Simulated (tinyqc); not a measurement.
Quantum-well laser, gain and threshold: two steps of the calculation.

One electron and one heavy-hole subband per well, parabolic, with equal sheet densities n of electrons and holes; k-conserving transitions, TE polarisation, no line broadening, so the gain starts as a step at E0 and peaks there. All wells are pumped alike.

Inputs (values chosen for the exercise); well values close to those of InGaN:
```
symbol,value,unit,meaning
T,293,K,temperature
E0,3.09,eV,lowest transition energy
me,0.196,m0,in-plane electron mass
mh,1.05,m0,in-plane hole mass
```

Constants: q = 1.602176634e-19 C, kB = 1.380649e-23 J/K, Vt = kB T/q. Results are converted to the units shown.

Problem 1. Threshold density by Newton steps. fe = 1 - exp(-n/Nc) and fh = 1 - exp(-n/Nv) are the fillings of the two band edges; f = g0 (fe + fh - 1) - gth; f' = g0 [(1 - fe)/Nc + (1 - fh)/Nv]; n(new) = n - f/f'.

n after iteration 1 = 3.6339671e12 cm^-2
Nc = 2.0672537e12 cm^-2
Nv = 1.1074573e13 cm^-2
g0(E0) = 17788.317 1/cm
gth = 2435.3351 1/cm

Wanted: fe; fh; f; f'; n after iteration 2.

Solution 1.

fe = 0.82759
fh = 0.27974
f = -526.23 1/cm
f' = 2.6405e-9 cm
n after iteration 2 = 3.8333e12 cm^-2

Problem 2. Gain spectrum at threshold. At photon energy E: fe = 1/(1 + exp(((mr/me)(E - E0) - Fc)/Vt)), fh = 1/(1 + exp(((mr/mh)(E - E0) - Fv)/Vt)), g = g0(E0)(E0/E)(fe + fh - 1).

E - E0, point 0 to 7 (eV): [0, 0.004, 0.008, 0.012, 0.016, 0.02, 0.024, 0.028]
Fc = 0.042611604 eV
Fv = -0.022241936 eV
mr = 0.16516854 m0
g0(E0) = 17788.317 1/cm

Find: fe; fh; g.

Solution 2.

fe, point 0 to 7: [0.8439, 0.8255, 0.8054, 0.7837, 0.7602, 0.7350, 0.7082, 0.6799]
fh, point 0 to 7: [0.2930, 0.2879, 0.2828, 0.2777, 0.2728, 0.2679, 0.2630, 0.2582]
g, point 0 to 7 (in units of 1e3 1/cm): [2.435, 2.014, 1.565, 1.088, 0.583, 0.051, -0.508, -1.092]

The gain turns into absorption at E - E0 = Fc + Fv = 0.0204 eV (Bernard-Duraffourg condition), inside the listed range.

Range of the model: The second hole subband, left out here, lies within about 2 Vt of the first in a well this wide. Polarisation fields, which separate electrons and holes in nitride wells and lower the gain, are left out.

Computed by the program tinyqc: `OMP_NUM_THREADS=1 python tinyqc.py 2840105 2840106 out.jsonl`, one thread of a shared Intel Xeon 2.30GHz, about 0.02 s for the whole run.
